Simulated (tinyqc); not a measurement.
Nudged elastic band on a two-dimensional model surface: one step, computed by the program tinyqc. Command: `OMP_NUM_THREADS=1 python tinyqc.py 3004249 3004250 out.jsonl neb walk`. One thread of a shared host (Intel(R) Xeon(R) Processor @ 2.30GHz), about 0.2 s of CPU time with the checks.

V(x, y) = h u^2 + t x + (kappa/2)(y + c u)^2 with u = x^2/w^2 - 1; the path runs from the minimum near (-w, 0) to that near (w, 0).

Task: Iteration 2. Tangent at image i: towards the higher neighbour if the energies rise or fall through i; at a maximum or minimum, tau = t+ dmax + t- dmin if V(i+1) > V(i-1), else t+ dmin + t- dmax, with t+ = R(i+1) - R(i), t- = R(i) - R(i-1) and dmax, dmin the larger and smaller of |V(i+1) - V(i)| and |V(i-1) - V(i)|; then normalise. Force F = -grad V + (grad V.tau) tau + k_s (|t+| - |t-|) tau. Update R(new) = R + eta F; the end points stay fixed.

Inputs (values chosen for the exercise, for a model surface):

| quantity | value | unit |
|---|---|---|
| height h | 0.51 | eV |
| half width w | 0.99 | angstrom |
| transverse stiffness kappa | 4.8 | eV/angstrom^2 |
| curvature c | 0.71 | angstrom |
| tilt t | 0.084 | eV/angstrom |
| spring constant k_s | 4.1 | eV/angstrom^2 |
| step factor eta | 0.044 | angstrom^2/eV |

Surface: curved double well. Climbing image: off.

images after iteration 1 (angstrom):
```
                  x          y
image 1  -0.7642545  0.0473849
image 2  -0.5182935  0.1018988
image 3  -0.2717348  0.1359977
image 4  -0.0246027  0.1505187
image 5   0.2230782  0.1462988
image 6   0.4712834  0.1241751
image 7   0.7199883  0.0849848
```

positions (angstrom):
```
                x          y
start   -1.009593  -0.028381
end      0.969169   0.029565
saddle   0.040424   0.708816
```

Give: unit tangents; forces; images after iteration 2.

Result:

unit tangents:
```
               x         y
image 1  0.97631   0.21639
image 2  0.99057   0.13700
image 3  0.99828   0.05866
image 4  0.99994   0.01050
image 5  0.99985  -0.01704
image 6  0.99605  -0.08878
image 7  0.98781  -0.15566
```

forces (eV/angstrom):
```
               x       y
image 1  -0.3559  1.5139
image 2  -0.3259  2.2658
image 3  -0.1573  2.5827
image 4  -0.0276  2.6855
image 5   0.0495  2.5519
image 6   0.2072  2.2054
image 7   0.2436  1.4540
```

images after iteration 2 (angstrom):
```
                x        y
image 1  -0.77991  0.11400
image 2  -0.53263  0.20159
image 3  -0.27866  0.24964
image 4  -0.02582  0.26868
image 5   0.22526  0.25858
image 6   0.48040  0.22121
image 7   0.73071  0.14896
```
